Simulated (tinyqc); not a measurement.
Inside a calculation: Lorentz oscillators and the Kramers-Kronig relations. Values are carried at full precision from step to step, so a last printed digit may differ when a step is redone from the rounded ones.

eps(E) = 1 + sum_j S_j/(E0_j^2 - E^2 - i G_j E).

Constants: hbar c = 1973.269805 eV angstrom; hbar^2/2m0 = 3.80998211 eV angstrom^2; e^2/(4 pi eps0) = 14.39964547 eV angstrom.

Values chosen for the exercise:
- E0 = (2.21, 4.2) eV (resonances)
- G = (0.43, 0.54) eV (widths)
- S = (23.8, 108.1) eV^2 (strengths)
- E = 6.39 eV (photon energy)
- h = 0.4 eV (grid step)
- M = 36 (grid points E_j = j h)
- i = 3 (grid index at which eps1 is wanted)

## Dielectric function at one energy

Evaluate each oscillator and the sum.

terms: [-0.6582+0.0503i, -4.5601+0.6785i]

eps(E) = -4.2183+0.7288i
eps(0) = 12.0011

## Optical constants

n + i k = sqrt(eps1 + i eps2) with k >= 0; R = ((n - 1)^2 + k^2)/((n + 1)^2 + k^2) at normal incidence from vacuum; alpha = 2 E k/(hbar c), times 1e8 for 1/cm; loss function Im(-1/eps) = eps2/(eps1^2 + eps2^2).

Convert eps at the photon energy E into the optical constants.

n = 0.1768
k = 2.0615
R = 0.8745
alpha = 1.34e+06 1/cm
loss function = 0.0398
vacuum wavelength hc/E (hc = 1239.841984 eV nm) = 194.0 nm

The intensity falls to 1/e within 7.49 nm. eps1 is negative, so k exceeds n, as in a metal below its plasma energy; R is 0.87.

## Absorptive part on the grid

Tabulate eps2 at E_j = j h.

eps2(E_j), j = 1 .. M: [0.2596, 0.6130, 1.2791, 3.1966, 14.0785, 14.3863, 4.4752, 4.3058, 8.7277, 32.0693, 30.0639, 7.9567, 3.2612, 1.7372, 1.0706, 0.7222, 0.5179, 0.3880, 0.3005, 0.2388, 0.1937, 0.1598, 0.1337, 0.1133, 0.0970, 0.0838, 0.0729, 0.0640, 0.0564, 0.0501, 0.0447, 0.0401, 0.0361, 0.0326, 0.0296, 0.0269]

## eps1 at one grid point

Kramers-Kronig: eps1(E) = 1 + (2/pi) P integral_0^infinity E1 eps2(E1)/(E1^2 - E^2) dE1. Maclaurin rule on the grid E_j = j h, j = 1 .. M: eps1(E_i) = 1 + (4 h/pi) sum over j with j - i odd of E_j eps2(E_j)/(E_j^2 - E_i^2); nothing is added above E_M.

List the terms E_j eps2_j/(E_j^2 - E_i^2) for j - i odd, add them and form eps1.

terms in order of j (1/eV): [-0.6130, 4.5666, 7.9924, 1.5657, 8.8102, 1.7682, 0.3252, 0.1170, 0.0554, 0.0305, 0.0185, 0.0120, 0.0082, 0.0058, 0.0042, 0.0032, 0.0024, 0.0019]

sum = 24.674 1/eV
eps1(E_i) = 13.566

The oscillator formula gives 14.421 at E_i = 1.2 eV. The rule samples every 2h = 0.8 eV against a narrowest width of 0.43 eV and stops at 14.4 eV; coarse sampling and the missing tail make the difference.

## The f-sum on the grid

W(E_M) = (2/pi) h sum_j E_j eps2_j, with half weight on the last point; the full integral equals sum S_j = (hbar omega_p)^2, and the electron density follows from (hbar omega_p)^2 = 8 pi c (e^2/(4 pi eps0)) N with c = hbar^2/2m0.

W(E_M) = 124.06 eV^2
sum S = 131.90 eV^2
share reached on this grid (a step near the line widths can inflate it) = 0.941
hbar omega_p = 11.485 eV
N = 9.57e+22 1/cm^3

## Checks

- The value of eps1 at 6.414 eV from a fine, long grid (with the tail of eps2 ~ 1/E^3 added) against the oscillator formula: both -4.15.

Computed by tinyqc, a small Python program: `OMP_NUM_THREADS=1 python tinyqc.py 1651177 1651178 out.jsonl` (the numbers bound the seed that draws the inputs); one thread of a shared host (Intel(R) Xeon(R) Processor @ 2.30GHz), about 0.2 s for the whole set of steps.
